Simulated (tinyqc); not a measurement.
## Gain of the pnp from the holding current

Question. On state with both base-emitter voltages at Von: npn base current Ib = (Von/Rs + bp Von/Rw)/(bn bp - 1), holding current Ih = (bn + 1) Ib + Von/Rs. Find bp.

Values chosen for this exercise:
- bn = 11 (current gain of the npn)
- Rs = 88 ohm (substrate resistance shunting the npn)
- Rw = 670 ohm (well resistance shunting the pnp)
- Von = 0.73 V (base-emitter voltage in the on state)

Ih = 13.133842 mA

Answer. Ih gives Ib, and Ib (bn bp - 1) = Von/Rs + bp Von/Rw is linear in bp.

bp = 2.600

Program tinyqc, `OMP_NUM_THREADS=1 python tinyqc.py 2670114 2670115 out.jsonl`; Intel Xeon 2.30GHz, shared host, one thread, about 0.06 s.
